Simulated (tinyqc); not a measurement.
Inside a calculation. Method: plane-wave Kohn-Sham cycle with exchange-only LDA in a layered model solid. One step of it, computed by the program tinyqc.

Question. Iteration 1: Hamiltonian at one k. H(m,m') = (k + G_m)^2/2 delta + V(G_m - G_m'), with V(-G) = V(G).

A solid whose potential varies along x alone (atomic units):
```
parameter                      value
period a                    4.200000
cross-section of the cell  25.000000
electrons per cell                 2
grid points                       16
plane waves -n..n, n               3
k points                           1
V1 in V1 cos(2 pi x/a)     -0.440000
```

V(G_m), m = 0, 1, 2, ... (hartree): [-0.262989, -0.220000, 0.000000, 0.000000, 0.000000, 0.000000, 0.000000]

k = 0.000000 2 pi / a

Give: H.

Answer.

H (hartree), order -3, -2, -1, +0, +1, +2, +3:
$$\begin{pmatrix}
9.8080 & -0.2200 & 0.0000 & 0.0000 & 0.0000 & 0.0000 & 0.0000 \\
-0.2200 & 4.2130 & -0.2200 & 0.0000 & 0.0000 & 0.0000 & 0.0000 \\
0.0000 & -0.2200 & 0.8560 & -0.2200 & 0.0000 & 0.0000 & 0.0000 \\
0.0000 & 0.0000 & -0.2200 & -0.2630 & -0.2200 & 0.0000 & 0.0000 \\
0.0000 & 0.0000 & 0.0000 & -0.2200 & 0.8560 & -0.2200 & 0.0000 \\
0.0000 & 0.0000 & 0.0000 & 0.0000 & -0.2200 & 4.2130 & -0.2200 \\
0.0000 & 0.0000 & 0.0000 & 0.0000 & 0.0000 & -0.2200 & 9.8080
\end{pmatrix}$$
